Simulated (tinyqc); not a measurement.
Voltage drop against the pad pitch.

A grid of 13 by 13 nodes with segments Rx (rows) and Ry (columns); every node draws I1 and the central node kh I1; pads with resistance Rp sit at the nodes whose row and column are multiples of the pitch, counting from 0. The drops u = Vdd - V follow from G u = i, with G the conductance matrix and i the load currents, solved directly.

Values chosen for this exercise:
- Vdd = 0.75 V (supply voltage)
- Rx = 0.19 ohm (resistance of a horizontal segment)
- Ry = 1.3 ohm (resistance of a vertical segment)
- Rp = 0.33 ohm (resistance from a pad node to the supply)
- kh = 3 (factor on the load at the hot node)
- I1 = 0.55 mA (load current of a node in the large grid)

Results:

| pitch (nodes) | pads | worst drop (mV) | mean drop (mV) | largest drop at a pad (mV) | largest pad current (mA) | worst drop over Vdd (%) |
|---|---|---|---|---|---|---|
| 1 | 169 | 0.2858 | 0.1836 | 0.2858 | 0.8661 | 0.03811 |
| 2 | 49 | 1.136 | 0.8527 | 0.8380 | 2.539 | 0.1514 |
| 3 | 25 | 2.379 | 1.890 | 1.648 | 4.993 | 0.3173 |
| 4 | 16 | 4.430 | 3.260 | 2.451 | 7.426 | 0.5907 |
| 12 | 4 | 26.74 | 21.40 | 7.759 | 23.51 | 3.565 |

Estimate the missing row, pitch = 6 nodes.

Computed row:

| pitch (nodes) | pads | worst drop (mV) | mean drop (mV) | largest drop at a pad (mV) | largest pad current (mA) | worst drop over Vdd (%) |
|---|---|---|---|---|---|---|
| 6 | 9 | 8.081 | 6.701 | 4.942 | 14.97 | 1.077 |

With this row back in the table: The worst drop goes from 0.286 to 26.7 mV while the number of pads falls from 169 to 4; between the last two rows it goes as pitch^(1.73). The largest drop at a pad is 100 % of the worst drop in the first row and 29.0 % in the last; the rest falls along the wires.

tinyqc, about 0.08 s, one thread, Intel Xeon 2.30GHz (shared host): `OMP_NUM_THREADS=1 python tinyqc.py 2770129 2770130 out.jsonl`
